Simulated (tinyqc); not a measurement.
Inside a calculation. Model: short-channel transistor, virtual-source model with series resistance.

Numbers from tinyqc (`OMP_NUM_THREADS=1 python tinyqc.py 2380118 2380119 out.jsonl`; about 0.01 s on one thread of a shared Intel Xeon 2.30GHz). Printed values are rounded.

The current per gate width is the charge at the top of the source barrier (the virtual source) times its velocity times a saturation function; al and be are fitting constants of the model. Units: I in uA/um, Rs in ohm um, so I Rs = 1e-6 I Rs in volts; Q in uC/cm^2, so I = 1e-4 Q vx0 Fsat with vx0 in cm/s.

Inputs (values chosen for the exercise):
- T = 300 K (temperature)
- Cinv = 3.01 uF/cm^2 (inversion capacitance)
- vx0 = 2.32e7 cm/s (velocity at the virtual source)
- mu = 1100 cm^2/(V s) (apparent mobility)
- L = 25 nm (channel length)
- VT0 = 0.42 V (threshold at zero drain voltage)
- dl = 0.069 V/V (drain-induced barrier lowering)
- n0 = 1.14 (subthreshold factor)
- nd = 0.2 1/V (growth of n with drain voltage)
- al = 3.5 (threshold shift (in units of Vt) from weak to strong inversion)
- be = 1.4 (sharpness of saturation)
- Rs = 200 ohm um (series resistance of each contact)
- Vgs = 0.9 V (gate voltage)
- Vds = 0.9 V (drain voltage)

Constants: q = 1.602176634e-19 C, kB = 1.380649e-23 J/K, Vt = kB T/q. Results are converted to the units shown.

## Iteration 1: current through the series resistance

I at the start = 0 uA/um

Intrinsic voltages Vg' = Vgs - I Rs, Vd' = Vds - 2 I Rs. n = n0 + nd Vd', VT = VT0 - dl Vd', Ff = 1/(1 + exp((Vg' - VT + al Vt/2)/(al Vt))), Q = Cinv n Vt ln(1 + exp((Vg' - VT + al Vt Ff)/(n Vt))), Vdsat = (vx0 L/mu)(1 - Ff) + Vt Ff, Fsat = u/(1 + u^be)^(1/be) with u = Vd'/Vdsat, and I(out) = Q vx0 Fsat per width. (Fsat takes the sign of u.) Newton step: I(new) = I + (I(out) - I)/(1 - s), s = dI(out)/dI by a central difference with +/- 0.001 uA/um.

Vg' = 0.9 V
Vd' = 0.9 V
VT = 0.3579 V
Ff = 0.00151436
Q = 1.63213 uC/cm^2
Vdsat = 0.0526866 V
Fsat = 0.986776
I(out) = 3736.48 uA/um
s = -1.59652
I after iteration 1 = 1439.03 uA/um

## Iteration 2: current through the series resistance

As before.

Vg' = 0.612193 V
Vd' = 0.324386 V
VT = 0.397617 V
Ff = 0.0535818
Q = 0.660548 uC/cm^2
Vdsat = 0.0512872 V
Fsat = 0.949275
I(out) = 1454.74 uA/um
s = -1.55034
I after iteration 2 = 1445.19 uA/um

## Course of the iteration: current through the series resistance

Stop when I changes by less than 1e-7 uA/um, or after 80 iterations.

Course of the iteration:
```
iteration  I (uA/um)  |change| (uA/um)
1            1439.03              1440
2            1445.19              6.16
3            1445.19           7.67e-4
4            1445.19            < 1e-9
```

Converged in 4 iterations. The change falls from 1400 in the first iteration to below the tolerance in the last.

## What the series resistance costs

converged I = 1445.19 uA/um
I0 = 3736.48 uA/um

Intrinsic voltages Vg' = Vgs - I Rs, Vd' = Vds - 2 I Rs. n = n0 + nd Vd', VT = VT0 - dl Vd', Ff = 1/(1 + exp((Vg' - VT + al Vt/2)/(al Vt))), Q = Cinv n Vt ln(1 + exp((Vg' - VT + al Vt Ff)/(n Vt))), Vdsat = (vx0 L/mu)(1 - Ff) + Vt Ff, Fsat = u/(1 + u^be)^(1/be) with u = Vd'/Vdsat, and I = Q vx0 Fsat per width. I0 is the current for Rs = 0. Effective velocity I/Q; transit time L Q/I.

loss against I0 = 61.3220 %
effective velocity = 2.20120e7 cm/s
transit time = 0.113575 ps

The carriers leave the virtual source at 94.9 % of vx0: the device is in saturation.
